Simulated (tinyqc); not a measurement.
# Doping from the body effect

Inverse problem. The threshold of a long MOSFET, counted against the source, shifts by gamma (sqrt(2 phiF + Vsb) - sqrt(2 phiF)) with gamma = sqrt(2 eps0 eps_r q N)/Cox. Find 2 phiF, gamma and N from two shifts.

Parameters, values chosen for the exercise:
- eps_r = 9.54 (relative permittivity)

Constants: q = 1.602176634e-19 C, eps0 = 8.8541878128e-14 F/cm where lengths are in cm. Results are converted to the units shown.

|VT - VT(0)| at source-body biases 0.8 and 2.9 V (V): [0.11588634, 0.37319462]
Cox = 1.0464040 uF/cm^2

Solution. The ratio of the shifts depends on 2 phiF alone and rises steadily with it, so it fixes 2 phiF; either shift then gives gamma, and gamma gives N.

2 phiF = 3.145 V
gamma = 0.5446 V^0.5
N = 1.200e18 cm^-3

Computed by the program tinyqc: `OMP_NUM_THREADS=1 python tinyqc.py 2060053 2060054 out.jsonl`, one thread of a shared Intel Xeon 2.30GHz, about 0.01 s for the whole run.
